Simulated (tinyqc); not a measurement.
# Admittance spectroscopy of a deep trap, step by step

tinyqc, about 0.01 s, one thread, Intel Xeon 2.30GHz (shared host): `OMP_NUM_THREADS=1 python tinyqc.py 2050026 2050027 out.jsonl` Printed values are rounded.

Schottky contact on an n-type layer with shallow donors Nd (all ionised) and a donor-like deep trap, neutral when filled and positive when empty; depletion approximation. Traps within lam of the depletion edge stay filled. The traps at xt = W - lam, where the level crosses the Fermi level, follow a slow signal and not a fast one. w = 2 pi f.

Values chosen for this exercise; material values close to those of silicon:
- eps_r = 11.5 (relative permittivity)
- Nc = 2.85e19 cm^-3 (conduction-band density of states at 300 K)
- vth = 2.4e7 cm/s (thermal velocity at 300 K)
- Nd = 7.4e16 cm^-3 (shallow donor density)
- Vbi = 0.79 V (built-in voltage)
- Et = 0.25 eV (depth of the trap below the conduction edge)
- sn = 6.4e-14 cm^2 (capture cross-section)
- Nt = 1.3e16 cm^-3 (trap density)
- Vr = 0.6 V (reverse bias)
- f = 55000 Hz (signal frequency)
- T = 156 K (temperature)

Constants: q = 1.602176634e-19 C, kB = 1.380649e-23 J/K, eps0 = 8.8541878128e-14 F/cm where lengths are in cm. Results are converted to the units shown.

## Widths and limiting capacitances

lam = sqrt(2 eps0 eps_r (EF - ET)/(q Nd)), EF - ET = Et - (kB T/q) ln(Nc(T)/Nd), Nc(T) = Nc (T/300 K)^1.5. In the steady state at the band bending V, 2 eps0 eps_r V/q = Nd W^2 + Nt (W - lam)^2 (the second term only if W > lam). V = Vbi + Vr. C_HF = eps0 eps_r/W, C_LF = eps0 eps_r (Nd + Nt)/(Nd W + Nt xt).

lam = 56.0884 nm
W = 149.476 nm
xt = 93.3881 nm
C_HF = 68.1199 nF/cm^2
C_LF = 72.1662 nF/cm^2

The step is 5.94 % of C_HF.

## Admittance at the signal frequency

Emission rate en = sn vth(T) Nc(T) exp(-Et/kB T) = sn g T^2 exp(-Et/kB T), g = vth Nc/(300 K)^2, as vth goes as T^0.5 and Nc as T^1.5 (degeneracy factor 1). Inflection frequency w0 = 2 en [1 + Nt xt/(Nd W)]; C = C_HF + (C_LF - C_HF)/(1 + (w/w0)^2), G/w = (C_LF - C_HF)(w/w0)/(1 + (w/w0)^2).

en = 99237.3 1/s
w0/(2 pi) = 35055.2 Hz
C = 69.2888 nF/cm^2
G/w = 1.83396 nF/cm^2

The signal lies near the inflection, where the loss is largest.
